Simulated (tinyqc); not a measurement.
Dose and depth of a threshold implant.

Question. A sheet of D acceptors per cm^2 lies at depth xi inside the depleted layer of a body doped Na. In the depletion approximation VT = Vfb + f2 + q D/Cox + gamma sqrt(f2 + Vsb - q D xi/(eps0 eps_r)), gamma = sqrt(2 eps0 eps_r q Na)/Cox, Cox = eps0 eox/tox. Find gamma, D and xi.

Values chosen for this exercise; band and dielectric values close to those of 4H silicon carbide:
```
symbol   value   unit                                                                 meaning
eps_r     9.79                                                          relative permittivity
Na      1.1e18  cm^-3                                       acceptor density deep in the body
eox        3.9         relative permittivity of the gate insulator (close to silicon dioxide)
tox          3     nm                                                     insulator thickness
Vfb      -0.77      V                                                       flat-band voltage
f2        3.02      V                                        band bending 2 phiF at threshold
```

Constants: q = 1.602176634e-19 C, eps0 = 8.8541878128e-14 F/cm where lengths are in cm. Results are converted to the units shown.

VT against the source at Vsb = 0 and 2.9 V (V): 3.2887459  3.6363421

Answer. With y^2 = f2 - q D xi/(eps0 eps_r) and d the difference of the thresholds over gamma, sqrt(y^2 + Vsb) - y = d gives y = (Vsb - d^2)/(2 d). The first threshold then gives D, and y^2 gives xi.

gamma = 0.4802 V^0.5
D = 1.800e12 cm^-2
xi = 9.800 nm

Computed by the program tinyqc: `OMP_NUM_THREADS=1 python tinyqc.py 2080081 2080082 out.jsonl`, one thread of a shared Intel Xeon 2.30GHz, about 0.6 s for the whole run.
